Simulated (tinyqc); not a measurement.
Resonant-tunnelling diode, transfer matrices and Tsu-Esaki current: two steps of the calculation.

Emitter (band edge 0), barrier d1, well Lw, barrier d2, collector (edge -V). The bias drops linearly over these layers and none in the contacts; each layer is cut into ns equal slices, flat at the value of their centres. E is the energy of motion across the layers, C = hbar^2/(2 m0), psi and psi'/m are continuous. Transport is coherent, T(E) is taken as independent of the transverse momentum, and charge in the well is ignored.

Values chosen for this exercise; masses and offsets of a made-up heterostructure:

| symbol | value | unit | meaning |
|---|---|---|---|
| T | 300 | K | temperature |
| mw | 0.26 | m0 | mass in the well, spacer and contacts |
| ns | 3 |  | slices in each layer |
| Ef | 0.15 | eV | Fermi energy of both contacts above their band edges |
| V | 0.31 | V | bias of the collector |
| E | 0.1312 | eV | trial energy |

Constants: q = 1.602176634e-19 C, kB = 1.380649e-23 J/K, hbar = 1.054571817e-34 J s, m0 = 9.1093837015e-31 kg, Vt = kB T/q, hbar^2/(2 m0) = 0.0380998212 eV nm^2. Results are converted to the units shown.

Question 1. Running product of the slice matrices at the trial energy. For the pair (psi, psi'/m) a flat layer has M = [[cos kd, (m/k) sin kd], [-(k/m) sin kd, cos kd]] with k = sqrt(m (E - U)/C) above its edge U, and M = [[cosh Kd, (m/K) sinh Kd], [(K/m) sinh Kd, cosh Kd]] with K = sqrt(m (U - E)/C) below it. Later slices stand to the left. With M acting on (psi, psi'/m) and v = k/m in each lead, T(E) = 4 vL vR/[(vL vR M12 - M21)^2 + (vR M11 + vL M22)^2]. vL = sqrt(mw E/C)/mw, vR = sqrt(mw (E + V)/C)/mw.

| slice | U (eV) | m (m0) | width (nm) |
|---|---|---|---|
| 0 | 0.98747475 | 0.49 | 0.26666667 |
| 1 | 0.96242424 | 0.49 | 0.26666667 |
| 2 | 0.93737374 | 0.49 | 0.26666667 |
| 3 | -0.09550505 | 0.26 | 0.43333333 |
| 4 | -0.13621212 | 0.26 | 0.43333333 |
| 5 | -0.17691919 | 0.26 | 0.43333333 |
| 6 | 0.78393939 | 0.49 | 0.4 |
| 7 | 0.74636364 | 0.49 | 0.4 |
| 8 | 0.70878788 | 0.49 | 0.4 |

Give: Product after each layer; T(E).

Answer 1.

Product after each layer:

|  | M11 | M12 (nm) | M21 (1/nm) | M22 |
|---|---|---|---|---|
| barrier d1 | 6.9569 | 1.0193 | 45.375 | 6.7920 |
| well | 7.8301 | 1.1745 | -47.670 | -7.0224 |
| barrier d2 | -3.5895 | -0.21364 | -23.170 | -1.6577 |

T(E) = 0.079462

Question 2. Current from the resonance alone. J = J0 times the integral over E > 0 of T(E) N(E), N = ln[(1 + exp((Ef - E)/Vt))/(1 + exp((Ef - V - E)/Vt))], J0 = q^2 mw m0 kB T/(2 pi^2 hbar^3) (times 1e-4 for A/cm^2 per eV). For a sharp resonance J = J0 (pi G/2) Tp N(Er), with Er the peak energy, Tp the peak transmission and G the full width at half maximum (in eV). The three values given are estimates from a parabola through three points of 1/T(E).

Er = 0.12863546 eV
Tp = 0.71649385
G = 1.7945686 meV

Wanted: J0; N(Er); J.

Answer 2.

J0 = 1.088e8 A/(cm^2 eV)
N(Er) = 1.189
J = 261.3 kA/cm^2

The full integral over T(E) gives 257.7 kA/cm^2; the value above is 1.4 % above it.

tinyqc, about 0.3 s, one thread, Intel Xeon 2.30GHz (shared host): `OMP_NUM_THREADS=1 python tinyqc.py 2600146 2600147 out.jsonl`
